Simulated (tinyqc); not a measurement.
Leakage against temperature: trap-assisted generation and recombination current of an abrupt junction. Computed by tinyqc, a small Python program. Command: `OMP_NUM_THREADS=1 python tinyqc.py 3016522 3016523 out.jsonl junctionleak walk`. One thread of a shared host (Intel(R) Xeon(R) Processor @ 2.30GHz), about 0.01 s of CPU time with the checks.

Depletion approximation, flat quasi-Fermi levels across the depleted layer, long neutral regions with minority lifetimes tau_n and tau_p, full ionisation and Boltzmann statistics. Voltages in exponents stand for e V.

Inputs (values chosen for the exercise, for a model semiconductor):

| quantity | value | unit |
|---|---|---|
| gap E_g | 0.745 | eV |
| electron mass m_e | 0.2 | m_0 |
| valleys M_c | 4 | - |
| hole mass m_h | 0.393 | m_0 |
| dielectric constant eps | 13.9 | - |
| acceptor density N_A | 3e+17 | cm^-3 |
| donor density N_D | 2e+17 | cm^-3 |
| capture time tau_n | 7.9e-05 | s |
| capture time tau_p | 6.5e-05 | s |
| trap level E_t - E_i | 0 | eV |
| electron diffusion coefficient D_n | 86 | cm^2/s |
| hole diffusion coefficient D_p | 5.1 | cm^2/s |
| reverse bias V_r | 1.6 | V |
| temperature T | 300 | K |
| tunnelling mass m_t | 0.15 | m_0 |

Field enhancement: Hurkx tunnelling factor.

Constants: k_B = 8.617333262e-05 eV/K; m_0 = 9.1093837015e-31 kg; k_B = 1.380649e-23 J/K; h = 6.62607015e-34 J s; e = 1.602176634e-19 C; eps_0 = 8.8541878128e-12 F/m; hbar = 1.054571817e-34 J s.

Method:
- N_c = 2 M_c (2 pi m_e k_B T/h^2)^(3/2) and N_v = 2 (2 pi m_h k_B T/h^2)^(3/2), masses in units of m_0.
- n_i = sqrt(N_c N_v) exp(-E_g/2 k_B T); V_bi = (k_B T/e) ln(N_A N_D/n_i^2); diffusion saturation current J_d0 = e n_i^2 [sqrt(D_n/tau_n)/N_A + sqrt(D_p/tau_p)/N_D].
- W = sqrt(2 eps eps_0 (V_bi - V)(1/N_A + 1/N_D)/e), x_p = W N_D/(N_A + N_D), x_n = W - x_p, peak field F_m = 2 (V_bi - V)/W; reverse bias means V = -V_r.
- Both capture times are divided by 1 + Gamma, Gamma = 2 sqrt(3 pi) (F/F_G) exp((F/F_G)^2), F_G = sqrt(24 m_t (k_B T)^3)/(e hbar) (the low-field Hurkx form), F being the local field, linear in x from 0 at the edges to F_m.
- Potential from the p edge: phi = (V_bi - V) x^2/(x_p W) on the p side and (V_bi - V)[1 - (W - x)^2/(x_n W)] on the n side; p = N_A exp(-phi/k_B T), n = n_i^2 exp(V/k_B T)/p; U = (n p - n_i^2)/[tau_p (n + n_i exp(dE/k_B T)) + tau_n (p + n_i exp(-dE/k_B T))], dE = E_t - E_i, n1 = n_i exp(dE/k_B T), p1 = n_i exp(-dE/k_B T); J_t = e int U dx by the trapezoid rule on 400 intervals on each side.
- The gap, capture times and diffusion coefficients are held fixed. J_g = -J_t at V = -V_r. The last column is -k_B d ln(J_g + J_d0)/d(1/T) from this row and the one above.

peak field F_m = 260287 V/cm

Reverse current:

| T (K) | generation (A/cm^2) | diffusion (A/cm^2) | activation energy (eV) |
|---|---|---|---|
| 240 | 1.3959e-08 | 5.0383e-12 | - |
| 270 | 7.5264e-08 | 3.9265e-10 | 0.31451 |
| 300 | 3.1273e-07 | 1.3240e-08 | 0.33984 |
| 340 | 1.5117e-06 | 5.7195e-07 | 0.40763 |
| 380 | 5.4961e-06 | 1.1606e-05 | 0.58594 |
| 420 | 1.6119e-05 | 1.3681e-04 | 0.75324 |
| 480 | 6.0220e-05 | 2.6763e-03 | 0.83518 |

The activation energy goes from 0.315 to 0.835 eV. Generation alone gives about E_g/2 + dE if tau_p exp(dE/k_B T) exceeds tau_n exp(-dE/k_B T), else E_g/2 - dE, here 0.372 eV, plus 1.5 k_B T, less where tunnelling helps, and diffusion E_g = 0.745 eV plus 3 k_B T; diffusion takes over by 380 K. Caution: at such a field avalanche multiplication or band-to-band tunnelling, left out here, may dominate the reverse current.

Extremes, crossings and ranges named in words are read from the listed rows.
